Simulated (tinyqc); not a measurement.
From results back to parameters: Koster-Slater impurity in an sp3s* host.

Problem. In the Koster-Slater model a defect shifts the s level of its site by Vs and the p levels by Vp; an A1 level solves 1/Vs = G_s(E) and a T2 level 1/Vp = G_p(E), E from the top of the valence band. A defect has an A1 level at E = 2.0647 eV, one of the energies of the table, and a T2 level at 0.2950 eV.

G(E) of the host (1/eV):

| E (eV) | G_s | G_p |
|---|---|---|
| 0.0000 | 0.0431087 | 0.2723275 |
| 0.2950 | 0.0339087 | 0.1898050 |
| 0.5899 | 0.0234957 | 0.1449650 |
| 0.8849 | 0.0109758 | 0.1117373 |
| 1.1798 | -0.0051679 | 0.0836655 |
| 1.4748 | -0.0279842 | 0.0573675 |
| 1.7697 | -0.0650206 | 0.0296721 |
| 2.0647 | -0.1431730 | -0.0052264 |
| 2.3596 | -0.5643968 | -0.0797149 |

Find: Vs, Vp.

Solution. Read G_s and G_p at the two energies and invert them. Vs is attractive and pulls its level down from the conduction bands. Vp is repulsive and pushes its level up from the valence bands.

Vs, Vp (eV): -7.0  5.3

Run: tinyqc, `OMP_NUM_THREADS=1 python tinyqc.py 1451986 1451987 out.jsonl`; Intel(R) Xeon(R) Processor @ 2.30GHz, one thread, shared host; about 0.01 s of CPU time with all checks.
